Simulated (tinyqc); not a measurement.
Coherent transport through a tight-binding region between two chains, step by step. One step of it, computed by the program tinyqc.

Question. Transmission at E = -0.59 eV. Surface Green function g = (E - i sqrt(4 t^2 - E^2)) / (2 t^2); self-energy tc^2 g on each contact site; G = (E - H - Sigma)^(-1); Gamma = -2 Im Sigma; T = Gamma_L Gamma_R |G_LR|^2; local density of states -Im G_ii / pi.

H of the central region (eV):
```
           1          2
1   0.980000  -0.440000
2  -0.440000  -0.770000
```

Leads: semi-infinite chains with site energy 0:
```
parameter                           value
lead hopping t (eV)              2.730000
coupling to the left lead (eV)   1.120000
coupling to the right lead (eV)  0.270000
left contact site                       1
right contact site                      2
```

E = -0.590000 eV

Give: g; G; local density of states; transmission.

Answer.

g = -0.040-0.364i 1/eV

G (1/eV):
```
               1             2
1  -0.370-0.088i  0.902+0.081i
2   0.902+0.081i  3.201-0.658i
```

local density of states (1/eV): 0.028  0.210

transmission = 0.040
